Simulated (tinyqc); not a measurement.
Inside a calculation. Model: equilibrium and kinetic segregation of a solute to boundaries and growing surfaces. Computed by tinyqc, a small Python program that keeps every step. Command: `OMP_NUM_THREADS=1 python tinyqc.py 3007874 3007875 out.jsonl segreg walk`. One thread of a shared host (Intel(R) Xeon(R) Processor @ 2.30GHz), about 0.01 s of CPU time with the checks. Intermediate numbers are printed to about 6 digits and carried at full precision; extremes and crossings named in words are read from the listed rows.

Inputs (values chosen for the exercise, modelled on arsenic in polycrystalline silicon):
```
quantity                               value          unit
segregation energy Q                   0.424            eV
interaction z w (positive attracts)     0.23            eV
total solute fraction x0             0.00049             -
temperature T                            925             K
grain size d                            1700            nm
boundary thickness delta                0.52            nm
atomic volume Omega                    20.02    angstrom^3
clean boundary energy gamma_0           0.78         J/m^2
bulk diffusivity D                   4.2e-21         m^2/s
anneal time t                             44             s
exchange barrier E_b                    1.38            eV
surface segregation energy E_s           0.4            eV
growth temperature T_g                   720             K
growth rate                             0.47  monolayers/s
mixing                                   0.5             -
```

Isotherm: Fowler-Guggenheim.

Constants: k_B = 8.617333262e-05 eV/K; 1 eV/angstrom^2 = 16.02176634 J/m^2.

## Coverage for very large grains, by iteration

With theta the solute fraction on boundary sites and x that in the grains, theta/(1 - theta) = [x/(1 - x)] exp[(Q + z w theta)/(k_B T)]. The coverage theta_inf is that for x = x0. Start at theta = 0; theta(new) = theta + mixing (theta(out) - theta); stop below 1e-10, 80 steps at most.

Iteration:
```
step  theta in  theta out     out - in
1     0.000000   0.091011  9.10108e-02
2     0.045505   0.102472  5.69669e-02
3     0.073989   0.110282  3.62931e-02
4     0.092135   0.115525  2.33900e-02
5     0.103830   0.119019  1.51881e-02
6     0.111424   0.121335  9.91085e-03
...        ...        ...          ...
46    0.125840   0.125840  5.44415e-10
47    0.125840   0.125840  3.58610e-10
48    0.125840   0.125840  2.36218e-10
49    0.125840   0.125840  1.55599e-10
50    0.125840   0.125840  1.02494e-10
51    0.125840   0.125840  6.75133e-11
```

coverage theta_inf = 0.125840

last residual = 6.75133e-11

Converged; without interaction theta would be 0.0910.

## Depletion of small grains

Finite grains: boundary sites are the fraction f = 3 delta/d, and x0 = (1 - f) x + f theta; solve both equations for theta; share at boundaries = f theta/x0.

site fraction f = 9.17647e-04

coverage theta = 0.0979189

fraction x left in the grains = 4.00513e-04

share of solute at boundaries = 18.3378 %

enrichment theta/x = 244.484

18 % of the solute sits at boundaries; for a dopant that share is electrically lost. The supply limits the coverage, which stays well below theta_inf.

## Boundary energy

Gibbs adsorption for this isotherm in a dilute matrix: gamma = gamma_0 + Gam_0 [k_B T ln(1 - theta) + z w theta^2/2], Gam_0 = delta/Omega sites per area.

Gam_0 = 25.9740 1/nm^2

boundary energy gamma = 0.750405 J/m^2

Segregation lowers gamma by 3.8 %, and the driving force of grain growth with it.

## How fast the boundary fills

McLean kinetics from a uniform start, fed from both sides, with a constant enrichment beta = theta_inf/x0: (theta - x0)/(theta_inf - x0) = 1 - exp(s^2) erfc(s), s = 2 sqrt(D t)/(beta delta); half filling at s = 0.7691, t = (0.7691 beta delta/2)^2/D. D is an input and does not follow T.

s = 0.00643804

degree of filling = 0.00722330

time to half filling = 627929 s

diffusion length sqrt(D t) = 0.429884 nm

## Segregation at a growing surface

Two-state exchange during growth, dilute: jump up r_u = nu exp(-E_b/(k_B T_g)), jump back r_d = r_u exp(-E_s/(k_B T_g)), nu = 1e13 1/s. In the time 1/R of one monolayer the share carried up is p = [r_u/(r_u + r_d)] [1 - exp(-(r_u + r_d)/R)]; the tail decays as p^n, length -1/ln p monolayers; the equilibrium limit has p = r_u/(r_u + r_d).

r_u = 2189.90 1/s

r_d = 3.47175 1/s

share carried up p = 0.998417

decay length = 631.278 monolayers

Exchange is fast against growth: the equilibrium regime, where heating shortens the tail.

## Tail length against growth temperature

The formulas are those given above.

Exchange model:
```
T_g (K)        r_u/R         p  length (monolayers)  equilibrium limit
449      6.88907e-03  0.006865          2.00752e-01            30887.8
480      6.89509e-02  0.066627          3.69189e-01            15842.7
506      3.82871e-01  0.318093          8.73049e-01             9639.1
532      1.79802e+00  0.834286          5.51939e+00             6156.6
553      5.63950e+00  0.996224          2.64364e+02             4420.4
574      1.62691e+01  0.999692          3.25077e+03             3251.7
605      6.79532e+01  0.999535          2.14875e+03             2148.7
652      4.58023e+02  0.999191          1.23613e+03             1236.1
731      6.51154e+03  0.998256          5.72959e+02              573.0
```

The length peaks among these rows at 574 K with 3250 monolayers. Below, exchange freezes (r_u/R = 0.0069 in the first row); above, the length follows the equilibrium limit, about exp(E_s/(k_B T)), down to 573.

## Coverage against grain size

The formulas are those given above.

At T:
```
d (nm)     theta  x in the grains  share at boundaries (%)
15      0.004522      2.19550e-05                  95.9854
30      0.008662      4.17269e-05                  91.9271
60      0.015999      7.60117e-05                  84.8907
120     0.027862      1.29476e-04                  73.9198
250     0.045762      2.05727e-04                  58.2769
500     0.065863      2.85397e-04                  41.9375
1000    0.085423      3.57297e-04                  27.1960
5000    0.114393      4.54451e-04                   7.2838
```

From the largest grains to the smallest the share at boundaries rises from 7.3 to 96 %, and x/x0 falls to 0.045. In the dilute limit x/x0 = 1/(1 - f + f exp(Q/(k_B T))), which gives 0.045 at 15 nm.

Checks made by the program: mass balance (relative difference below 1e-10).
